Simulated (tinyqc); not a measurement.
Minigaps against first-order theory: band folding and unfolding in a supercell of a chain.

A chain with hopping -t and n = 8 sites a supercell. H(K) has v_j on the diagonal, -t between neighbours and -t exp(2 pi i K) on the bond that closes the cell (from the last site to the first of the next cell). The point K holds the n wave vectors k_m = (K + m)/n of the primitive zone, in 2 pi/a, m = 0 to n - 1, with E0 = -2t cos(2 pi k_m). The unfolding weight of a state c on k_m is |sum_j c_j exp(-2 pi i k_m j)|^2/n, j = 0 to n - 1.

Inputs chosen for the exercise: t = 1.34 eV (hopping); v = (-0.64, -0.64, 0.64, -0.64, -0.64, 0.64, 0.64, 0.64) eV (site energies in the supercell).

Gap i lies between minibands i and i + 1, at K = 1/2 for odd i and K = 0 for even i, where k = +/- i/(2n) are degenerate; first order gives 2|V_i|, the Fourier component V_q = (1/n) sum_j v_j exp(-2 pi i q j/n) for q equal to the number of the gap. Computed for the potential at full and at half strength.

Gaps (eV):
```
i,E0 at the crossing,2|V_i|,gap,gap at half strength
1,-2.4760,0.4525,0.2882,0.1887
2,-1.8950,0.6400,0.7736,0.3639
3,-1.0256,0.4525,0.1312,0.1478
4,0.0000,0.0000,0.0688,0.0090
5,1.0256,0.4525,0.6544,0.2867
6,1.8950,0.6400,0.3941,0.2593
7,2.4760,0.4525,0.4974,0.2458
```

What does the comparison show?

Halving the potential about halves gaps 2 and 7, the scaling of first order; where the ratio is further from 2, higher orders count. For i = 4 the first-order term is below 1 meV and the gap opens at higher order (full over half strength: 7.7). The largest miss of first order is 321 meV, at i = 3; the potential spans 0.96 t.

tinyqc: `OMP_NUM_THREADS=1 python tinyqc.py 1452305 1452306 out.jsonl`; about 0.01 s, one thread, shared Intel(R) Xeon(R) Processor @ 2.30GHz.
